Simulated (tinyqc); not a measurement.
Metal gate on a two-layer dielectric stack with fixed charge and a dipole: two steps of the calculation.

Gate, layer 2, layer 1, p-type semiconductor; x runs from the gate inwards. Charges are counted in units of +q. psi is the band bending at the surface, positive towards inversion. Classical charge, Boltzmann statistics, no interface traps.

Parameters, values chosen for the exercise; band and dielectric values close to those of 4H silicon carbide, layer 1 close to aluminium oxide, layer 2 close to hafnium oxide: temperature T = 350 K; band gap Eg = 3.28 eV; relative permittivity eps_r = 9.7; conduction-band density of states at T Nc = 2.15e19 cm^-3; valence-band density of states at T Nv = 3.14e19 cm^-3; acceptor density Na = 1.1e17 cm^-3; band bending psi of the working point ps = -0.089 V.

Constants: q = 1.602176634e-19 C, kB = 1.380649e-23 J/K, Vt = kB T/q, eps0 = 8.8541878128e-14 F/cm where lengths are in cm. Results are converted to the units shown.

Question 1. Threshold voltage. ni = sqrt(Nc Nv) exp(-Eg/(2 Vt)), Eg in volts, pB = Vt ln(Na/ni), Vth = Vfb + 2 pB + sqrt(4 q eps0 eps_r Na pB)/Cox.

Vfb = -2.1417805 V
Cox = 4.4565837 uF/cm^2

Wanted: ni; pB; depletion charge; Vth.

Answer 1.

ni = 6.3056e-5 cm^-3
pB = 1.4752 V
depletion charge = 0.29886 uC/cm^2
Vth = 0.87564 V

Question 2. Charge in the semiconductor. ni = sqrt(Nc Nv) exp(-Eg/(2 Vt)), Eg in volts. Qs = -sign(psi) sqrt(2 q eps0 eps_r Na Vt [exp(-u) + u - 1 + (ni/Na)^2 (exp(u) - u - 1)]), u = psi/Vt.

Give: Qs.

Answer 2.

Qs = 0.1177 uC/cm^2

The surface is accumulated.

tinyqc, about 0.01 s, one thread, Intel Xeon 2.30GHz (shared host): `OMP_NUM_THREADS=1 python tinyqc.py 2010160 2010161 out.jsonl`
